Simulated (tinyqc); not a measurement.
From results back to parameters: strained quantum well: band edges, subbands and transparency. Three cases, with inputs chosen for the exercise.

Problem. In a thick strained layer the gaps to heavy and light holes are Ec - E_HH and Ec - E_LH. They were computed from hidden e and Eg.

Growth on (001), barriers unstrained: tr(e) = e (2 - nu2), Z = b e (1 + nu2); Ec = Ev + Eg + ac tr(e), E_HH = Ev + av tr(e) + Z, E_LH = Ev + av tr(e) - Z (coupling to the split-off band left out).

Case 1.

Values chosen (near those of a GaAsP/AlGaAs well; shifted at random, so the results belong to these values and not to a real crystal): nu2 = 0.919 (2 C12/C11); ac = -7.35 eV; av = 1.25 eV (Ev moves by av tr(e)); b = -1.93 eV (shear potential).

Ec - E_HH, Ec - E_LH (eV): 1.59888  1.55370

Case 2.

Values chosen (near those of an InGaAs/AlGaAs well; shifted at random, so the results belong to these values and not to a real crystal): nu2 = 0.953 (2 C12/C11); ac = -6.71 eV; av = 1.12 eV (Ev moves by av tr(e)); b = -1.96 eV (shear potential).

Ec - E_HH, Ec - E_LH (eV): 1.17074  1.28940

Case 3.

Values chosen (near those of an InGaAs/InP well; shifted at random, so the results belong to these values and not to a real crystal): nu2 = 1.015 (2 C12/C11); ac = -5.83 eV; av = 1.06 eV (Ev moves by av tr(e)); b = -1.87 eV (shear potential).

Ec - E_HH, Ec - E_LH (eV): 0.63343  0.68694

Find: Z; e; Eg.

Solution. Half of (Ec - E_LH) - (Ec - E_HH) is Z, which gives e; the mean is Eg + (ac - av) tr(e).

Case 1.

Z = -0.0226 eV
e = 0.0061
Eg = 1.633 eV

Case 2.

Z = 0.0593 eV
e = -0.0155
Eg = 1.103 eV

Case 3.

Z = 0.0268 eV
e = -0.0071
Eg = 0.612 eV

Computed by tinyqc, one run a case: `OMP_NUM_THREADS=1 python tinyqc.py N N+1 out.jsonl` with N = 1281771, 1281814, 1281824; one thread of a shared Intel(R) Xeon(R) Processor @ 2.30GHz, about 0.02 s a run at most.
